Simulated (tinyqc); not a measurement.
Inside a calculation. Method: RKS/PBE in the 6-31g basis, for H2, spin multiplicity 1. One step of it, computed by the program tinyqc.

Question. Orthogonalisation. S = U s U^T; canonical form X = U s^(-1/2), so that X^T S X = 1. Each column of U has its largest component positive (the first on a tie).

overlap S, lower triangle:
```
          1H 1s     1H 2s     2H 1s     2H 2s
1H 1s  1.000000
1H 2s  0.658292  1.000000
2H 1s  0.273083  0.423291  1.000000
2H 2s  0.423291  0.762656  0.658292  1.000000
```

Give: eigenvalues of S; X.

Answer.

eigenvalues of S: 0.1428  0.4089  0.8215  2.6268

X:
```
             1        2        3       4
1H 1s  -0.6984   0.8639   0.7238  0.2723
1H 2s   1.7360  -0.6902   0.2912  0.3409
2H 1s   0.6984   0.8639  -0.7238  0.2723
2H 2s  -1.7360  -0.6902  -0.2912  0.3409
```
